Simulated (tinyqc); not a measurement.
Threshold of a short bulk MOSFET: charge sharing, barrier lowering, narrow width: one step of the calculation.

n-channel device on a p-type body, depletion approximation, full ionisation. Uniform doping N = Na. Vbi from Boltzmann statistics is rough for the degenerate source. Cox = eps0 eox/tox.

Problem. Long-channel threshold and scales. ni = sqrt(Nc Nv) exp(-Eg/(2 Vt)), Eg in volts; 2 pB = 2 Vt ln(N/ni); flat band Vfb - Vt ln(N/Na); Wd = sqrt(2 eps0 eps_r (2 pB - Vbs)/(q N)); body term q N Wd/Cox; long-channel VT0 = flat band + 2 pB + body term; Vbi = Vt ln(N Nsd/ni^2); scale length l = sqrt((eps_r/eox) tox Wd).

Inputs (values chosen for the exercise); band and dielectric values close to those of silicon: temperature T = 400 K; band gap Eg = 1.1 eV; relative permittivity eps_r = 11.5; conduction-band density of states at T Nc = 4.23e19 cm^-3; valence-band density of states at T Nv = 4.1e19 cm^-3; relative permittivity of the gate insulator (close to silicon dioxide) eox = 3.9; insulator thickness tox = 1.2 nm; channel doping Na = 1.4e18 cm^-3; source and drain doping Nsd = 1e20 cm^-3; flat-band voltage for the doping Na Vfb = -0.89 V; body-source voltage Vbs = -1 V.

Constants: q = 1.602176634e-19 C, kB = 1.380649e-23 J/K, Vt = kB T/q, eps0 = 8.8541878128e-14 F/cm where lengths are in cm. Results are converted to the units shown.

Wanted: N; 2 pB; flat band; Wd; body term; VT0; Vbi; l.

Solution.

N = 1.4000e18 cm^-3
2 pB = 0.86611 V
flat band = -0.89000 V
Wd = 41.161 nm
body term = 0.32084 V
VT0 = 0.29696 V
Vbi = 1.0133 V
l = 12.068 nm

Program tinyqc, `OMP_NUM_THREADS=1 python tinyqc.py 2002132 2002133 out.jsonl`; Intel Xeon 2.30GHz, shared host, one thread, about 0.01 s.
